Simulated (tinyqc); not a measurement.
## Permittivity and interlayer from two capacitances

Problem. A two-layer stack has Cox = eps0/(t1/e1 + t2/e2) and EOT = 3.9 eps0/Cox. Find e2, the EOT of layer 1 and, with e1 given, t1.

Parameters, values chosen for the exercise:
- e1 = 4.02 (relative permittivity of layer 1)

Constants: eps0 = 8.8541878128e-14 F/cm where lengths are in cm. Results are converted to the units shown.

Cox at t2 = 2 and 7.8 nm (uF/cm^2): [4.6800856, 1.9707581]

Answer. EOT is linear in t2 with slope 3.9/e2, and its intercept is the EOT of layer 1.

e2 = 22.30
EOT of layer 1 = 0.3881 nm
t1 = 0.4000 nm

tinyqc, about 0.01 s, one thread, Intel Xeon 2.30GHz (shared host): `OMP_NUM_THREADS=1 python tinyqc.py 2010003 2010004 out.jsonl`
